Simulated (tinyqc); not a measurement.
Interface roughness in a thin film (subband fluctuation and scattering): one step. The angular integrand.

Gaussian roughness spectrum S(q) = pi D^2 Lc^2 exp(-q^2 Lc^2/4). Degenerate gas, taken to fill one subband (the second starts to fill once c kF^2/md exceeds E2 - E1, which is not tested here): kF = sqrt(2 pi Ns/gv), q = 2 kF sin(theta/2), 1/tau = (md/(2 pi c hbar)) G^2 times the integral from 0 to pi of S(q)(1 - cos theta)/eps(q)^2 dtheta, eps(q) = 1 + qs/q with screening (qs = gv md q0/(c eps), q0 = e^2/(4 pi eps0), form factors left out, which overstates the screening; other scattering is left out too, so these values lie far above measured mobilities in all but the thinnest films) or 1 without; mobility = tau c2/md with c2 = e/m0 = 1.75882e15 cm^2/(V s^2); 1e12/cm^2 = 1e-4/angstrom^2.

Constants: hbar^2/2m0 = 3.80998211 eV angstrom^2; e^2/(4 pi eps0) = 14.39964547 eV angstrom.

Inputs chosen for the exercise (near those of a thin InGaAs channel; not measured data):
```
symbol  value  unit         meaning
md      0.045  m0           mass in the plane
gv      1                   valleys
Lc      24     angstrom     correlation length
Ns      1      x 1e12/cm^2  sheet density
eps     11.4                mean dielectric constant at the channel
```

Question. kF, qs, and exp(-q^2 Lc^2/4)(1 - cos theta) without and with the factor 1/eps^2 at theta = 30, 60, ..., 180 degrees.

Give: kF; qs; Integrand.

Answer.

kF = 0.02507 1/angstrom
qs = 0.0149 1/angstrom

Integrand:
```
theta,q (1/angstrom),bare,eps(q),screened
30,0.0130,0.131,2.15,0.0283
60,0.0251,0.457,1.60,0.179
90,0.0354,0.834,1.42,0.413
120,0.0434,1.14,1.34,0.633
150,0.0484,1.33,1.31,0.778
180,0.0501,1.39,1.30,0.827
```

kF Lc = 0.60: the roughness is short-ranged for these electrons, and back-scattering dominates.

(tinyqc, `OMP_NUM_THREADS=1 python tinyqc.py 1251540 1251541 out.jsonl`, Intel(R) Xeon(R) Processor @ 2.30GHz, 1 thread, shared host, about 0.01 s.)
